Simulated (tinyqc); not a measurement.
Strain-driven crossing of the Gamma and L valleys in a germanium-like crystal: sweeps and comparisons. A value that a table varies takes the place of the one given here.

Biaxial loads: e0 is the in-plane strain e_par and the normal is free. (001): e_perp = -2 (C12/C11) e_par; exx = eyy = e_par, ezz = e_perp, no shear. (111): e_perp = -(2 C11 + 4 C12 - 4 C44)/(C11 + 2 C12 + 4 C44) e_par; exx = eyy = ezz = (2 e_par + e_perp)/3 and exy = eyz = ezx = (e_perp - e_par)/3. (110): e_perp = -(C11 + 3 C12 - 2 C44)/(C11 + C12 + 2 C44) e_par; exx = eyy = (e_par + e_perp)/2, ezz = e_par, exy = (e_perp - e_par)/2, eyz = ezx = 0. Uniaxial loads: a stress along n, scaled so that n.e.n = e0, with exx = s11 sxx + s12 (syy + szz), exy = s44 sxy/2, s11 = (C11 + C12)/((C11 - C12)(C11 + 2 C12)), s12 = -C12/((C11 - C12)(C11 + 2 C12)), s44 = 1/C44.

Edges from the unstrained valence top: Gamma at Eg + ac tr(e); an L valley with unit axis u at EgL + aL tr(e) + XuL (u.e.u - tr(e)/3), u along [111], [1-1-1], [-11-1], [-1-11]; valence edges are the levels of the 6 x 6 matrix of X, Y, Z times spin with -Dso/3 + l exx + m (eyy + ezz) on the diagonal (cyclic), n exy off it, l = av + 2 b, m = av - b, n = sqrt(3) d. Spin-orbit term (Dso/3) L.sigma on X, Y, Z with (L_k)_ij = -i epsilon_kij: <X+|H|Y+> = -i Dso/3, <X+|H|Z-> = Dso/3, <Y+|H|Z-> = -i Dso/3, <Z+|H|X-> = -Dso/3, <Z+|H|Y-> = i Dso/3, <X-|H|Y-> = i Dso/3, and their conjugates; + and - are the spin along z.

Constants: kB = 8.617333262e-05 eV/K.

Inputs chosen for the exercise (near those of Ge, gaps at low temperature; not measured data):

| symbol | value | unit | meaning |
|---|---|---|---|
| Eg | 0.915 | eV | gap at Gamma to the s-like level |
| EgL | 0.74 | eV | gap to L |
| Dso | 0.29 | eV | spin-orbit splitting |
| ac | -8.22 | eV | conduction deformation potential |
| av | 1.25 | eV | valence hydrostatic potential |
| b | -2.52 | eV | tetragonal shear potential |
| d | -5.36 | eV | trigonal shear potential |
| aL | -1.53 | eV | hydrostatic potential of the L edge, Xd + Xu/3 |
| XuL | 16.96 | eV | uniaxial potential, L |
| C11 | 128.3 | GPa |  |
| C12 | 47.4 | GPa |  |
| C44 | 66.9 | GPa |  |
| load | uniaxial [100] |  | kind of strain |
| mG | 0.0418 | m0 | mass at Gamma |
| mL | 0.549 | m0 | density-of-states mass of the four L valleys together |
| T | 300 | K | temperature |
| e0 | 0.027 |  | size of the strain |

## Which strain makes the gap direct

For tension the difference Gamma minus lowest L is linear in e0; slope per 1 % and the e0 at which it vanishes (a dash: no crossing below 15 %), with the gap there.

Results:

| load | slope (meV per 1 %) | crossing e0 (%) | gap at the crossing (eV) |
|---|---|---|---|
| biaxial (001) | -84.4 | 2.07 | 0.537 |
| biaxial (110) | -22.7 | 7.69 | -0.795 |
| biaxial (111) | 44.8 | - | - |
| uniaxial [100] | -30.8 | 5.68 | 0.485 |
| uniaxial [111] | -2.8 | - | - |
| uniaxial [110] | 16.8 | - | - |

The smallest strain is needed for biaxial (001) (2.07 %), then uniaxial [100] (5.68 %). No crossing below 15 % is found for biaxial (111), uniaxial [111] and uniaxial [110]: shear splits the L valleys and pulls the lowest down nearly as fast as, or faster than, Gamma. Loads without off-diagonal strain, (001) and [100], gain (ac - aL) tr(e) = -67 meV per 1 % of volume. Crossings beyond about 3 % are sensitive to second-order terms, left out here. For uniaxial [111] the slope is a near cancellation, so terms beyond this linear model decide. A gap at or below zero marks a crossing beyond the range of this linear model.

## Sweep of a uniaxial [100] strain

The valence splitting is the distance of the top two edges. Share in Gamma = mG^(3/2)/(mG^(3/2) + (mL^(3/2)/4) sum_i exp(-(E_Li - E_Gamma)/kT)).

Results:

| e0 (%) | direct gap (eV) | indirect gap (eV) | Gamma - L (meV) | valence splitting (meV) | share in Gamma (%) |
|---|---|---|---|---|---|
| 0.00 | 0.915 | 0.740 | 175 | 0 | 0.00241 |
| 0.80 | 0.855 | 0.704 | 150 | 46 | 0.00626 |
| 1.60 | 0.794 | 0.668 | 126 | 82 | 0.0162 |
| 2.40 | 0.734 | 0.632 | 101 | 108 | 0.0421 |
| 3.20 | 0.673 | 0.597 | 76 | 126 | 0.109 |
| 4.00 | 0.613 | 0.561 | 52 | 139 | 0.283 |
| 4.80 | 0.552 | 0.525 | 27 | 148 | 0.730 |
| 5.60 | 0.492 | 0.489 | 2 | 154 | 1.87 |

The gap stays indirect over the sweep. The direct gap goes from 0.915 to 0.492 eV; of that change -0.179 eV comes from the rise of the valence top through the shear terms and the rest from the volume. The share in Gamma goes from 0.00241 to 1.87 %. Beyond about 3 % terms of second order in the strain, left out here, matter.

## What each parameter does

Direct gap, Gamma minus the lowest L edge and the valence splitting. Each row changes one parameter from the base and keeps the others.

Results:

| case | direct gap (eV) | Gamma - L (meV) | valence splitting (meV) |
|---|---|---|---|
| base | 0.7109 | 91.8 | 115.6 |
| Dso = 0.2465 eV | 0.7109 | 91.8 | 106.8 |
| d = -4.556 eV | 0.7109 | 91.8 | 115.6 |
| b = -2.898 eV | 0.6979 | 91.8 | 124.2 |
| aL = -1.7595 eV | 0.7109 | 94.7 | 115.6 |
| av = 1.4375 eV | 0.7085 | 91.8 | 115.6 |
| ac = -9.453 eV | 0.6955 | 76.5 | 115.6 |
| C44 = 56.865 GPa | 0.7109 | 91.8 | 115.6 |

The largest shifts from the base row, up to three for each result and ties (the steps differ in size, so this ranks the rows, not the parameters). direct gap (eV): ac -0.0153, b -0.0130, av -0.0023; unchanged at the printed digits by Dso, d, aL and C44. Gamma - L (meV): ac -15.3, aL +2.9; unchanged at the printed digits by Dso, d, b, av and C44. valence splitting (meV): Dso -8.8, b +8.7; unchanged at the printed digits by d, aL, av, ac and C44.

Computed by tinyqc, a small Python program: `OMP_NUM_THREADS=1 python tinyqc.py 1050743 1050744 out.jsonl` (the numbers bound the seed that draws the inputs); one thread of a shared host (Intel(R) Xeon(R) Processor @ 2.30GHz), about 0.01 s for the whole set of steps.
